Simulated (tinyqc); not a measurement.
Thin film between two gates, subbands and threshold shift from confinement: one step of the calculation.

Undoped body with a flat potential across it, hard walls, transport along x. One isotropic valley (g = 1, mx = my = mz = me). Non-parabolicity enters the subband edges through E (1 + al E) = gamma, so E = 2 gamma/(1 + sqrt(1 + 4 al gamma)); motion within a subband is taken as parabolic with the band-edge mass. Energies are counted from the bulk band edge.

Task. Threshold shift. Each subband has N_k = g sqrt(mx my) m0 kB T/(pi hbar^2); without degeneracy n = exp(EF/Vt) sum N_k exp(-E_k/Vt). Classical value Nc times t, Nc = sum over valleys of 2 g (m m0 kB T/(2 pi hbar^2))^1.5 with m = (mx my mz)^(1/3). Threshold shift dVT = Vt ln(classical value/sum N_k exp(-E_k/Vt)). Use the subbands listed.

Values chosen for this exercise; masses close to those of InAs: temperature T = 300 K; mass at the band edge me = 0.0231 m0; film thickness (along z) t = 8.6 nm.

Constants: q = 1.602176634e-19 C, kB = 1.380649e-23 J/K, hbar = 1.054571817e-34 J s, m0 = 9.1093837015e-31 kg, Vt = kB T/q. Results are converted to the units shown.

```
subband,E_k (eV),N_k (cm^-2)
1,0.14831548,2.4946138e11
2,0.40195641,2.4946138e11
3,0.67276993,2.4946138e11
4,0.94859220,2.4946138e11
```

Give: shares; sum N_k exp(-E_k/Vt); Nc; classical value; dVT.

Result.

shares, subband 1 to 4 (%): [99.995, 0.005, 0.000, 0.000]
sum N_k exp(-E_k/Vt) = 8.0433e8 cm^-2
Nc = 8.8103e16 cm^-3
classical value = 7.5768e10 cm^-2
dVT = 117.51 mV

Range of the model: Non-parabolicity also makes carriers heavier within each subband, which is left out, so densities of states are understated at high energy.

Computed by the program tinyqc: `OMP_NUM_THREADS=1 python tinyqc.py 2350168 2350169 out.jsonl`, one thread of a shared Intel Xeon 2.30GHz, about 0.03 s for the whole run.
